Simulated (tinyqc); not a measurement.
Scattering mobility, thermal velocity and mass from two apparent mobilities.

Question. 1/mu_app = 1/mu_0 + 1/mu_B with the ballistic mobility mu_B = vT L/(2 Vt) and vT = sqrt(2 kB T/(pi m)) (non-degenerate carriers); the mean free path is 2 Vt mu_0/vT. Find mu_0, vT, m and the mean free path.

Values chosen for this exercise: temperature T = 293 K.

Constants: q = 1.602176634e-19 C, kB = 1.380649e-23 J/K, m0 = 9.1093837015e-31 kg, Vt = kB T/q. Results are converted to the units shown.

apparent mobility at L = 15 and 400 nm (cm^2/(V s)): [293.88830, 2229.9884]

Solution. 1/mu_app is linear in 1/L: the slope is 2 Vt/vT and the intercept 1/mu_0.

mu_0 = 3000 cm^2/(V s)
vT = 1.097e7 cm/s
m = 0.2350 m0
mean free path = 138.1 nm

Numbers from tinyqc (`OMP_NUM_THREADS=1 python tinyqc.py 2380167 2380168 out.jsonl`; about 0.02 s on one thread of a shared Intel Xeon 2.30GHz).
